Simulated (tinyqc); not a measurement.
# Worked calculation: hot electrons in a saturated n-channel MOSFET, lucky-electron model

Program tinyqc, `OMP_NUM_THREADS=1 python tinyqc.py 2550135 2550136 out.jsonl`; Intel Xeon 2.30GHz, shared host, one thread, about 0.01 s. Printed values are rounded.

Beyond pinch-off the lateral field grows as Esat cosh(y/l) over the velocity-saturated region (pseudo-two-dimensional model). Impact ionisation in this region gives the substrate current, which biases the body forward through Rsub. Currents are per width. Local-field laws: they overstate ionisation when the field peak is narrower than an energy relaxation length.

Parameters, values chosen for the exercise; values close to those of silicon n-channel devices:
- L = 0.25 um (channel length)
- tox = 6.2 nm (oxide thickness)
- xj = 100 nm (junction depth)
- VT = 0.67 V (threshold)
- mu = 270 cm^2/(V s) (effective mobility)
- vs = 8.2e6 cm/s (saturation velocity)
- Ai = 2e6 1/cm (ionisation prefactor)
- Bi = 1.73 MV/cm (ionisation field)
- Rd = 200 ohm um (resistance of the lightly doped drain)
- Rsub = 20000 ohm um (substrate resistance)
- kb = 0.45 (fall of VT per volt of forward body bias)
- lm = 8.5 nm (hot-electron mean free path)
- pb = 3.2 V (oxide barrier)
- Cg = 0.0027 (prefactor of the gate current)
- m = 2.8 (lifetime exponent)
- Hl = 510 s uA/um (lifetime constant)
- Vd = 2.1 V (drain voltage)
- Vg = 1.3 V (gate voltage)

Constants: eps0 = 8.8541878128e-14 F/cm where lengths are in cm. Results are converted to the units shown.

## Length and field scales

Cox = 3.9 eps0/tox, l = sqrt(3 tox xj), Esat = 2 vs/mu.

Cox = 0.556957 uF/cm^2
l = 43.1277 nm
Esat = 0.0607407 MV/cm
Esat L = 1.51852 V

## Iteration 1: body bias from the substrate current

Vb at the start = 0 V

Cox = 3.9 eps0/tox. Overdrive g = Vg - VT + kb Vb; Vdsat = g Esat L/(g + Esat L); Id = Cox vs (g - Vdsat); dV = Vd - Id Rd - Vdsat; Em = sqrt((dV/l)^2 + Esat^2); Isub = Id (Ai/Bi) l Em exp(-Bi/Em). Vb(new) = Rsub Isub.

Vdsat = 0.445268 V
Id = 84.3680 uA/um
dV = 1.63786 V
Em = 0.384596 MV/cm
Isub = 1.80040 uA/um
Vb after iteration 1 = 0.0360079 V

## Iteration 2: body bias from the substrate current

As before.

Vdsat = 0.453302 V
Id = 88.0992 uA/um
dV = 1.62908 V
Em = 0.382586 MV/cm
Isub = 1.82651 uA/um
Vb after iteration 2 = 0.0365303 V

## Course of the iteration: body bias from the substrate current

Stop when Vb changes by less than 1e-9 V, or after 60 iterations.

Course of the iteration:
```
iteration	Vb (V)	|change| (V)
1	0.0360079	0.0360
2	0.0365303	5.22e-4
3	0.0365376	7.33e-6
4	0.0365377	1.03e-7
5	0.0365377	1.44e-9
6	0.0365377	2.02e-11
```

Converged in 6 iterations. At the end each change is about 0.014 times the one before: linear convergence.

## Gate current, lifetime and channel shortening

Id = 88.1545 uA/um
dV = 1.62895 V
Em = 0.382557 MV/cm
Isub = 1.82689 uA/um

Ig = Cg Id exp(-pb/(lm Em)); lifetime tau = (Hl/Id)(Isub/Id)^(-m); length of the saturated region dL = l ln[(dV/l + Em)/Esat]. 1 year = 3.15576e7 s.

Isub/Id = 0.0207237
Ig = 12.6694 pA/um
tau = 0.00948668 years
dL = 108.986 nm

The lifetime misses ten years. Integrating Ai exp(-Bi/E) over the cosh profile gives Isub/Id = 0.0177, so the closed form is 17 % above it.
